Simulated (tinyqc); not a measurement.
Finite-difference solution of the diffusion equation on a small grid: one step, computed by the program tinyqc.

dC/dt = D d2C/dx2 on nodes x_j = j dx, j = 0..11; the far end is sealed.

Task: Time step 1. With r = D dt/dx^2: (1 - theta r M) C(new) = (1 + (1 - theta) r M) C(old); theta = 0 explicit, 1 implicit, 1/2 Crank-Nicolson.

Boundary at x = 0: fixed surface value. Scheme: explicit.

operator M:
```
    0   1   2   3   4   5   6   7
0   0   0   0   0   0   0   0   0
1   1  -2   1   0   0   0   0   0
2   0   1  -2   1   0   0   0   0
3   0   0   1  -2   1   0   0   0
4   0   0   0   1  -2   1   0   0
5   0   0   0   0   1  -2   1   0
6   0   0   0   0   0   1  -2   1
7   0   0   0   0   0   0   1  -2
8   0   0   0   0   0   0   0   1
9   0   0   0   0   0   0   0   0
10  0   0   0   0   0   0   0   0
11  0   0   0   0   0   0   0   0

     8   9  10  11
0    0   0   0   0
1    0   0   0   0
2    0   0   0   0
3    0   0   0   0
4    0   0   0   0
5    0   0   0   0
6    0   0   0   0
7    1   0   0   0
8   -2   1   0   0
9    1  -2   1   0
10   0   1  -2   1
11   0   0   2  -2
```

mesh ratio r = 0.2704

C at the start (%): 73  0  0  0  0  0  0  0  0  0  0  0

Give: C after step 1.

Result:

C after step 1 (%): 73.0000  19.7392  0.0000  0.0000  0.0000  0.0000  0.0000  0.0000  0.0000  0.0000  0.0000  0.0000
